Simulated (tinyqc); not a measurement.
# Magnetoresistance against angle

Conductance G = G0 (1 + P1 P2 cos(phi)) at low bias, phi the angle between the magnetisations, normalised to Rp = RA/area at phi = 0.

Parameters, values chosen for the exercise:

| symbol | value | unit | meaning |
|---|---|---|---|
| Dm | 56 | nm | diameter |
| P1 | 0.56 |  | spin polarisation of the reference layer |
| P2 | 0.56 |  | spin polarisation of the free layer |
| RA | 9.2 | ohm um^2 | resistance-area product, parallel state |

Result of one run:
```
phi (degree)	R (kohm)	R/Rp - 1 (%)	share of the full TMR (%)
180	7.1484	91.375	100.00
```

What becomes of these results when the angle phi is changed from 180 to 110 degree, all else the same?

Result of the changed run:
```
phi (degree)	R (kohm)	R/Rp - 1 (%)	share of the full TMR (%)
110	5.4962	47.142	51.592
```

The whole series:
```
phi (degree)	R (kohm)	R/Rp - 1 (%)	share of the full TMR (%)
0	3.7353	0	0
20	3.7898	1.4608	1.5986
45	4.0161	7.5180	8.2276
70	4.4314	18.635	20.394
90	4.9066	31.360	34.320
110	5.4962	47.142	51.592
135	6.3047	68.789	75.281
160	6.9567	86.244	94.384
180	7.1484	91.375	100.00
```

R rises from 3.74 to 7.15 kohm, TMR0 = 91.4 %. It is the conductance that follows cos(phi), so at 90 degrees R has covered only (1 - P1 P2)/2 = 34.3 % of its range.

tinyqc, about 0.01 s, one thread, Intel Xeon 2.30GHz (shared host): `OMP_NUM_THREADS=1 python tinyqc.py 2450028 2450029 out.jsonl`
